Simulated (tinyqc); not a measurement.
Leakage against temperature: trap-assisted generation and recombination current of an abrupt junction. Computed by tinyqc, a small Python program. Command: `OMP_NUM_THREADS=1 python tinyqc.py 3015129 3015130 out.jsonl junctionleak walk`. One thread of a shared host (Intel(R) Xeon(R) Processor @ 2.30GHz), about 0.01 s of CPU time with the checks.

Depletion approximation, flat quasi-Fermi levels across the depleted layer, long neutral regions with minority lifetimes tau_n and tau_p, full ionisation and Boltzmann statistics. Voltages in exponents stand for e V.

Inputs (values chosen for the exercise, for a model semiconductor):
```
quantity                              value    unit
gap E_g                                1.29      eV
electron mass m_e                    0.0619     m_0
valleys M_c                               1       -
hole mass m_h                         0.664     m_0
dielectric constant eps                13.5       -
acceptor density N_A                3.7e+15   cm^-3
donor density N_D                   5.1e+18   cm^-3
capture time tau_n                  1.5e-09       s
capture time tau_p                  1.1e-09       s
trap level E_t - E_i                      0      eV
electron diffusion coefficient D_n       93  cm^2/s
hole diffusion coefficient D_p          4.4  cm^2/s
reverse bias V_r                       0.53       V
temperature T                           300       K
tunnelling mass m_t                    0.29     m_0
```

Field enhancement: Hurkx tunnelling factor.

Constants: k_B = 8.617333262e-05 eV/K; m_0 = 9.1093837015e-31 kg; k_B = 1.380649e-23 J/K; h = 6.62607015e-34 J s; e = 1.602176634e-19 C; eps_0 = 8.8541878128e-12 F/m; hbar = 1.054571817e-34 J s.

Method:
- N_c = 2 M_c (2 pi m_e k_B T/h^2)^(3/2) and N_v = 2 (2 pi m_h k_B T/h^2)^(3/2), masses in units of m_0.
- n_i = sqrt(N_c N_v) exp(-E_g/2 k_B T); V_bi = (k_B T/e) ln(N_A N_D/n_i^2); diffusion saturation current J_d0 = e n_i^2 [sqrt(D_n/tau_n)/N_A + sqrt(D_p/tau_p)/N_D].
- W = sqrt(2 eps eps_0 (V_bi - V)(1/N_A + 1/N_D)/e), x_p = W N_D/(N_A + N_D), x_n = W - x_p, peak field F_m = 2 (V_bi - V)/W; reverse bias means V = -V_r.
- Both capture times are divided by 1 + Gamma, Gamma = 2 sqrt(3 pi) (F/F_G) exp((F/F_G)^2), F_G = sqrt(24 m_t (k_B T)^3)/(e hbar) (the low-field Hurkx form), F being the local field, linear in x from 0 at the edges to F_m.
- Potential from the p edge: phi = (V_bi - V) x^2/(x_p W) on the p side and (V_bi - V)[1 - (W - x)^2/(x_n W)] on the n side; p = N_A exp(-phi/k_B T), n = n_i^2 exp(V/k_B T)/p; U = (n p - n_i^2)/[tau_p (n + n_i exp(dE/k_B T)) + tau_n (p + n_i exp(-dE/k_B T))], dE = E_t - E_i, n1 = n_i exp(dE/k_B T), p1 = n_i exp(-dE/k_B T); J_t = e int U dx by the trapezoid rule on 400 intervals on each side.
- The gap, capture times and diffusion coefficients are held fixed. J_g = -J_t at V = -V_r. The last column is -k_B d ln(J_g + J_d0)/d(1/T) from this row and the one above.

peak field F_m = 40739.5 V/cm

Reverse current:
```
T (K)  generation (A/cm^2)  diffusion (A/cm^2)  activation energy (eV)
240             9.3896e-11          2.3615e-20                       -
270             3.4165e-09          3.4396e-17                 0.66900
300             6.1912e-08          1.2069e-14                 0.67406
340             1.3682e-06          6.2270e-12                 0.68022
380             1.6191e-05          8.9533e-10                 0.68778
420             1.2251e-04          5.1497e-08                 0.69596
480             1.4068e-03          6.6172e-06                 0.70798
```

The activation energy goes from 0.669 to 0.708 eV. Generation alone gives about E_g/2 + dE if tau_p exp(dE/k_B T) exceeds tau_n exp(-dE/k_B T), else E_g/2 - dE, here 0.645 eV, plus 1.5 k_B T, less where tunnelling helps, and diffusion E_g = 1.29 eV plus 3 k_B T; generation rules in every row. Caution: one side is doped near or above its effective density of states, so Boltzmann statistics understate V_bi.

Extremes, crossings and ranges named in words are read from the listed rows.
